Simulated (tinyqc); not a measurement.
Static screening by free carriers, step by step. Values are carried at full precision from step to step, so a last printed digit may differ when a step is redone from the rounded ones.

kF = (3 pi^2 n/Mv)^(1/3), EF = c kF^2/m with c = hbar^2/2m0, n in 1/angstrom^3 (1e-24 per 1/cm^3), e2 = e^2/(4 pi eps0). Thomas-Fermi: qTF^2 = 6 pi e2 n/(eps EF). Debye: qD^2 = 4 pi e2 n/(eps kB T).

Constants: hbar^2/2m0 = 3.80998211 eV angstrom^2; e^2/(4 pi eps0) = 14.39964547 eV angstrom; kB = 8.617333262e-05 eV/K; a0 (Bohr radius) = 0.5291772105 angstrom; hbar = 6.58211957e-16 eV s.

Parameters, chosen for this exercise (near those of Ge; not measured data): n = 9.9e+17 1/cm^3 (carrier density); m = 0.2174 m0 (mass of one isotropic valley); Mv = 4 (valleys); eps = 16.3 (background dielectric constant); T = 400 K; q = 0.0353 1/angstrom (wave vector); aD = 29.8 angstrom (trial radius); NI = 9.9e+17 1/cm^3 (ionised impurities).

## Fermi and screening wave vectors

Also the effective Bohr radius aB = a0 eps/m and rs = (3/(4 pi n))^(1/3)/aB.

kF = 0.019424 1/angstrom
EF at 0 K = 6.612 meV
EF/kT = 0.192
qTF = 0.049933 1/angstrom
qD = 0.017856 1/angstrom
aB = 39.68 angstrom
rs = 1.57

The gas is not degenerate, so the Debye value applies.

## Screening at finite temperature

F_j(eta) = (1/Gamma(j + 1)) integral_0^infinity x^j dx/(1 + exp(x - eta)), which tends to exp(eta) for eta << 0.

At finite T: qs^2 = qD^2 F_-1/2(eta)/F_1/2(eta), where n = Mv N F_1/2(eta) and N = 2 (m kB T/(4 pi c))^(3/2) with c = hbar^2/2m0, in 1/angstrom^3; times 1e24 for 1/cm^3.

Solve for eta and form qs.

n/(Mv N) = 0.06320
eta = -2.739
qs = 0.01766 1/angstrom
screening length 1/qs = 56.62 angstrom

qs is 0.989 of the Debye value and 0.354 of the Thomas-Fermi value.

## Lindhard function at one q

Lindhard at zero temperature: eps(q)/eps = 1 + (qTF/q)^2 L(x), x = q/(2 kF), L(x) = 1/2 + ((1 - x^2)/(4x)) ln|(1 + x)/(1 - x)|.

Compare with Thomas-Fermi, 1 + (qTF/q)^2.

x = 0.9087
L(x) = 0.6458
eps(q)/eps, Lindhard = 2.292
eps(q)/eps, Thomas-Fermi = 3.001

The carriers respond with 65 % of their long-wave strength at this q. The zero-temperature form is an exercise here: at the temperature of this gas EF is only 0.19 kT.

## A donor in the screened potential

Donor in the screened potential -(e2/eps) exp(-qs r)/r with the trial function exp(-r/a): E(a) = c/(m a^2) - (e2/eps) 4/(a (2 + qs a)^2), e2 = e^2/(4 pi eps0), c = hbar^2/2m0; isotropic mass.

Evaluate both terms at a = aD.

kinetic term = 19.735 meV
potential term = -18.580 meV
E(aD) = 1.155 meV
unscreened level -m Ry/eps^2 (Ry = 13.60569312 eV) = -11.133 meV

This trial radius gives no binding, but a = 51.8 angstrom does, with E = -1.50 meV.

## Ionised-impurity scattering at E = 3 kT

Brooks-Herring rate for an electron of energy E: 1/tau = NI (pi e2^2/(eps^2 hbar)) (sqrt(c/m)/E^(3/2)) Phi(b), with Phi = ln(1 + b) - b/(1 + b), b = (2k/qs)^2, k^2 = m E/c, NI in 1/angstrom^3.

e2 = e^2/(4 pi eps0), c = hbar^2/2m0; mobility estimate mu = tau/(m m0/e) with m0/e = 5.685630e-12 kg/C, times 1e4 for cm^2/(V s).

b = 75.68
Phi = 3.3526
1/tau = 1.56e+12 1/s
mu at this energy = 5.20e+03 cm^2/(V s)

b is well above 1, the regime that the Brooks-Herring formula is meant for; a true mobility averages tau over the distribution.

## Checks

- Scattering rate against the golden-rule integral over angles (1/s): both 1.556e+12.
- L(x) at x = 0.7 against the integral over the Fermi sphere: both 0.81595.

Run: tinyqc, `OMP_NUM_THREADS=1 python tinyqc.py 1650625 1650626 out.jsonl`; Intel(R) Xeon(R) Processor @ 2.30GHz, one thread, shared host; about 0.01 s of CPU time with all checks.
